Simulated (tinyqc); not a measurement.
Leakage currents through a thin dielectric: one step, computed by the program tinyqc. Command: `OMP_NUM_THREADS=1 python tinyqc.py 3002677 3002678 out.jsonl leak walk`. One thread of a shared host (Intel(R) Xeon(R) Processor @ 2.30GHz), about 0.03 s of CPU time with the checks.

Electrons leave an electrode with Fermi energy E_F above its band bottom; barriers are counted from the Fermi level, and both electrodes are alike. They cross the interlayer first.

Problem. Transmission at the Fermi level. Fields: F_i = V/(t_i + t k_i/k), F = F_i k_i/k; equivalent oxide thickness 3.9 (t/k + t_i/k_i). WKB: a layer of mass m, field F and barrier b(x) = b_0 - e F x gives the exponent (4 sqrt(2 m)/(3 hbar e F)) [b_0^(3/2) - max(b_0 - e F t, 0)^(3/2)] for b_0 > 0; b_0 = barrier - (E - E_F), less e F_i t_i for the second layer; the transmission is D(E) = exp(-sum of exponents), without image force.

Inputs (values chosen for the exercise, modelled on HfO2):
```
quantity                     value  unit
barrier height phi_B          1.53    eV
tunnelling mass m             0.22   m_0
static permittivity k         21.9     -
thickness t                      6    nm
voltage V                        2     V
interlayer thickness t_i      0.93    nm
interlayer barrier phi_i      3.15    eV
interlayer mass m_i           0.46   m_0
interlayer permittivity k_i    3.9     -
```

Stack: dielectric on an interlayer.

Constants: m_0 = 9.1093837015e-31 kg; e = 1.602176634e-19 C; hbar = 1.054571817e-34 J s.

Give: exponent of the interlayer; exponent of the dielectric; transmission D(E_F).

Solution.

exponent of the interlayer = 10.58

exponent of the dielectric = 8.341

transmission D(E_F) = 6.088e-09
